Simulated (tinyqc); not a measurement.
Inside a calculation. Model: on-chip interconnect, size-dependent resistivity and RC delay.

Numbers from tinyqc (`OMP_NUM_THREADS=1 python tinyqc.py 2100003 2100004 out.jsonl`; about 0.01 s on one thread of a shared Intel Xeon 2.30GHz). Printed values are rounded.

A rectangular line between two neighbours and two ground planes. Surface and grain-boundary scattering are added to the bulk resistivity as corrections; capacitances are parallel-plate values without fringing; inductance is ignored.

Parameters, values chosen for the exercise; metal values close to those of copper: bulk resistivity rho0 = 1.69 uohm cm; bulk mean free path lam = 38.9 nm; specular share of surface scattering ps = 0; reflection coefficient of grain boundaries Rg = 0.25; grain size over the metal width gr = 1; drawn line width wd = 65 nm; aspect ratio, height over width AR = 2.1; liner on both walls and the bottom, not conducting tl = 1.7 nm; space to the neighbouring lines sp = 65 nm; dielectric height to the planes above and below hd = 93 nm; relative permittivity of the dielectric ek = 4.2; Miller factor of the neighbours Mf = 2; line length Lw = 100 um; driver resistance Rd = 520 ohm; load capacitance Cl = 0.21 fF; time step dt = 5.7 ps.

Constants: eps0 = 8.8541878128e-12 F/m. Results are converted to the units shown.

## Resistivity, resistance and capacitance per length

Metal width x = wd - 2 tl, height y = AR wd - tl; grain boundaries (Mayadas-Shatzkes): al = (lam/(gr x)) Rg/(1 - Rg), g = 1/[1 - 3 al/2 + 3 al^2 - 3 al^3 ln(1 + 1/al)] - 1; surfaces (Fuchs-Sondheimer, thick limit): s = (3/8) lam (1 - ps)(1/x + 1/y); rho = rho0 (1 + g + s); r = rho/(x y); c = eps0 ek (2 wd/hd + 2 Mf AR wd/sp).

x = 61.6 nm
y = 134.8 nm
al = 0.210498
g = 0.301687
s = 0.345026
rho = 2.78295 uohm cm
r = 3.35146 ohm/um
c = 0.364358 fF/um

rho is 1.65 times the bulk value; surfaces add more (0.345 against 0.302). The liner takes 6.41 % of the cross-section.

## Ladder and Elmore delays

7 equal pi sections: series Rs = r Lw/7; node capacitances c Lw/7, halved at nodes 0 and 7, with Cl added to node 7; Rd feeds node 0. Elmore delay of node k: the sum, over the resistors on the path to k, of resistance times all capacitance downstream of it.

Rs = 47.8780 ohm

```
node   C (fF)  Elmore delay (ps)
0     2.60256            19.0558
1     5.20512            20.6858
2     5.20512            22.0665
3     5.20512            23.1980
4     5.20512            24.0803
5     5.20512            24.7134
6     5.20512            25.0972
7     2.81256            25.2319
```

The far-end value equals Rd (c Lw + Cl) + r Lw (c Lw/2 + Cl) for any number of pi sections; the line resistance contributes 24.5 % of it.

## Step 1: node voltages after a time step

v at t = 0, node 0 to 7 (V): 0  0  0  0  0  0  0  0

A 1 V step is applied behind Rd at t = 0. C dv/dt = -G v + b, with G the conductance matrix of the ladder (1/Rs between neighbours, 1/Rd added at node 0) and b = (1 V/Rd, 0, ...). Trapezoidal step: (C/dt + G/2) v(new) = (C/dt - G/2) v + b.

v at t = 1 dt, node 0 to 7 (V): 0.482433  0.363799  0.276976  0.214372  0.170514  0.141566  0.124996  0.119357

## Step 2: node voltages after a time step

As before.

v at t = 2 dt, node 0 to 7 (V): 0.421507  0.436561  0.426165  0.404595  0.380913  0.360720  0.347310  0.342411

## Course in time

A 1 V step is applied behind Rd at t = 0. C dv/dt = -G v + b, with G the conductance matrix of the ladder (1/Rs between neighbours, 1/Rd added at node 0) and b = (1 V/Rd, 0, ...). Trapezoidal step: (C/dt + G/2) v(new) = (C/dt - G/2) v + b. The last column solves the same ladder exactly by its modes.

Voltages (V):
```
t (ps)  node 0  node 3  node 7  node 7, exact
5.700   0.4824  0.2144  0.1194         0.1493
11.40   0.4215  0.4046  0.3424         0.3333
17.10   0.6752  0.5123  0.4807         0.4779
22.80   0.6439  0.6389  0.5897         0.5911
28.50   0.8076  0.7003  0.6854         0.6798
34.20   0.7745  0.7795  0.7480         0.7493
39.90   0.8902  0.8166  0.8077         0.8036
45.60   0.8543  0.8650  0.8460         0.8462
51.30   0.9402  0.8881  0.8821         0.8796
57.00   0.9039  0.9171  0.9061         0.9057
62.70   0.9700  0.9319  0.9275         0.9262
68.40   0.9351  0.9489  0.9429         0.9422
```

The far end of the ladder reaches 0.5 V at 18.11 ps, 0.718 of its Elmore delay (ln 2 = 0.693 for a single pole); the slowest mode has a time constant of 23.31 ps. The largest error of the trapezoidal steps at that node is 30 mV. Node 0 swings up and down from step to step: the trapezoidal rule does not damp modes much faster than dt, so these swings are numerical.
